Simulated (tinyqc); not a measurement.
Inside a calculation. Method: one-electron ion in a basis of Gaussians. One step of it, computed by the program tinyqc.

Task: Generalised eigenproblem. Solve H C = S C e through S^(-1/2); each column has its largest component positive (the first on a tie).

H = T + V (hartree), lower triangle:
```
            1           2           3           4           5           6            7
1  -10.670472
2  -11.975834  -14.713129
3  -11.594751  -16.182312  -12.229429
4   -9.970493  -17.335307  -12.070238   23.423038
5   -7.986170  -16.184738  -20.026437   32.662122  187.396985
6   -6.175802  -13.570498  -23.611793   -0.491215  232.664525  802.484602
7   -4.696288  -10.751991  -21.949432  -25.023767  112.654446  975.804842  2934.828012
```

S, lower triangle:
```
          1         2         3         4         5         6         7
1  1.000000
2  0.785316  1.000000
3  0.428122  0.785295  1.000000
4  0.196229  0.428160  0.785360  1.000000
5  0.084398  0.196254  0.428225  0.785372  1.000000
6  0.035542  0.084399  0.196267  0.428194  0.785322  1.000000
7  0.014871  0.035549  0.084418  0.196280  0.428209  0.785390  1.000000
```

Give: eigenvalues of S; eigenvalues; coefficients.

Result:

eigenvalues of S: 0.0211  0.0584  0.1600  0.4092  0.9631  2.0049  3.3833

eigenvalues (hartree): -17.9968  -3.2486  19.9240  116.8439  468.1576  1690.8094  6025.6622

coefficients:
```
        1        2        3        4        5        6        7
1  0.1335   1.5125  -1.1124   0.4918  -0.2309   0.1148  -0.0579
2  0.5458  -0.9866   2.5623  -1.5703   0.7600  -0.3746   0.1876
3  0.3323  -0.0999  -1.8763   2.7495  -1.6545   0.8285  -0.4104
4  0.1007  -0.0886   0.1406  -2.2373   2.7216  -1.6209   0.8096
5  0.0271  -0.0061  -0.1015   0.2984  -2.3509   2.6198  -1.5187
6  0.0054  -0.0049   0.0108  -0.0989   0.3612  -2.2875   2.3850
7  0.0022  -0.0008  -0.0056   0.0102  -0.0776   0.2660  -1.9441
```

For Z = 6 and l = 0 the exact lowest level is -Z^2/(2 n^2) with n = l + 1: -18.000000 hartree.
